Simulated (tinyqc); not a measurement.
Inside a calculation. Model: q-state Potts model on a small periodic square lattice: enumeration, Metropolis, heat-bath and Wolff steps. Computed by tinyqc, a small Python program that keeps every step. Command: `OMP_NUM_THREADS=1 python tinyqc.py 3113111 3113112 out.jsonl potts walk`. One thread of a shared host (Intel(R) Xeon(R) Processor @ 2.30GHz), about 0.09 s of CPU time with the checks. Intermediate numbers are printed to about 6 digits and carried at full precision; extremes and crossings named in words are read from the listed rows.

E = -J x (number of nearest-neighbour bonds with equal states); n x n sites with periodic edges have 2 n^2 bonds. Order parameter m = (q f - 1)/(q - 1), f being the largest share of one state. Sites are numbered row by row from 0. Here q = 4 and n = 3.

Inputs (values chosen for the exercise, for a model of domains or grain orientations): number of states q = 4; edge n = 3; coupling J = 34 meV; temperature T = 358 K; seed = 791476.

Update: Metropolis.

Constants: k_B = 8.617333262e-05 eV/K.

## Scales

K = J/(k_B T); the infinite square lattice orders at K_c = ln(1 + sqrt(q)); Wolff bond probability p = 1 - exp(-K).

K = 1.10211

K_c = 1.09861

T_c of the infinite lattice = 359.138 K

p = 0.667829

## Density of states

All q^(n^2) states are counted by their number b of equal bonds; weights g(b) exp(K b), K = J/(k_B T). Per site: u = -J <b>/n^2, c/k_B = K^2 (<b^2> - <b>^2)/n^2.

States by number of equal bonds:
```
b    g(b)  probability
0    1056  3.80813e-07
1    6048  6.56596e-06
2   26568  8.68328e-05
3   45360  4.46309e-04
4   63936  1.89385e-03
5   48384  4.31460e-03
6   34884  9.36491e-03
7   19872  1.60604e-02
8   10368  2.52260e-02
9    2784  2.03921e-02
10   2052  4.52488e-02
11    432  2.86782e-02
12    288  5.75571e-02
14    108  1.95617e-01
18      4  5.95107e-01
```

The most probable level has b = 18 of 18 bonds.

## Exact averages

ln Z = ln sum g(b) exp(K b); entropy per site s/k_B = (ln Z - K <b>)/n^2.

<b> = 15.4938

energy u = -58.5322 meV/site

heat capacity c = 1.60782 k_B/site

entropy s = 0.518599 k_B/site

## Order parameter

The same sums with m: <m> and the Binder ratio U = 1 - <m^4>/(3 <m^2>^2).

<m> = 0.876302

Binder ratio U = 0.626986

## Eight single-site steps

start states:
```
[[1, 2, 1],
 [3, 3, 2],
 [0, 0, 1]]
```

random numbers, one row a step:
```
[[0.6246, 0.2400, 0.2924],
 [0.4467, 0.8099, 0.1613],
 [0.2493, 0.9779, 0.3464],
 [0.6613, 0.8799, 0.0699],
 [0.2160, 0.6683, 0.5521],
 [0.8961, 0.1335, 0.6372],
 [0.2085, 0.5376, 0.9762],
 [0.1143, 0.7225, 0.0715]]
```

Site = floor(r1 n^2). Trial state = (old + 1 + floor(r2 (q - 1))) mod q; it is accepted if r3 < min(1, exp(K db)), db the change in equal bonds.

Steps:
```
site  old  trial  db  acceptance  new
5       2      3   2     1.00000    3
4       3      2  -1     0.33217    2
2       1      0  -2     0.11034    1
5       3      2   0     1.00000    2
1       2      1   1     1.00000    1
8       1      2   0     1.00000    2
1       1      3  -2     0.11034    1
1       1      0  -1     0.33217    0
```

states afterwards:
```
[[1, 0, 1],
 [3, 2, 2],
 [0, 0, 2]]
```

## A longer run and its error bar

After 400 updates are discarded, b is recorded for 4000 sweeps of n^2 steps of the update named (random numbers not printed, so these rows are one sample). Records are averaged in blocks; the error is the scatter of block means over sqrt(number of blocks), and the last column its square over that for single records.

Blocking:
```
block length    mean b     error  variance ratio
1             15.05075  0.057237          1.0000
4             15.05075  0.104398          3.3268
16            15.05075  0.162638          8.0739
40            15.05075  0.198090         11.9775
100           15.05075  0.200960         12.3271
```

The run gives 15.051 +/- 0.198 (blocks of 40) against the exact 15.494, a difference of 2.2 error bars. Single records understate the error by a factor of about 3.5, because successive records are correlated.

## Across the transition

m and U = 1 - <m^4>/(3 <m^2>^2) from the same sums; K = K_c T_c/T.

Exact values for this lattice:
```
T/T_c  share of equal bonds  c (k_B/site)       <m>         U
0.50               0.999029       0.03874  0.999335  0.666546
0.70               0.985528       0.32687  0.989219  0.664286
0.85               0.945565       0.90265  0.955516  0.654798
0.95               0.892970       1.40626  0.907194  0.638595
1.00               0.858440       1.61963  0.874039  0.626098
1.10               0.778705       1.82864  0.794557  0.591632
1.25               0.659159       1.59038  0.669786  0.523088
1.50               0.521133       0.86995  0.519340  0.414918
2.00               0.405892       0.28627  0.391209  0.323174
3.00               0.336431       0.08243  0.317588  0.301231
```

c is largest, 1.83 k_B, at T/T_c = 1.1: on so small a lattice the transition is a broad bump. At T_c the infinite lattice has a share (1 + 1/sqrt(q))/2 = 0.750 of equal bonds, against 0.858 here. <m> stays at 0.32 at 3 T_c, since the largest share among 9 sites always exceeds 1/q on average.

Checks made by the program: number of states (relative difference below 1e-10).
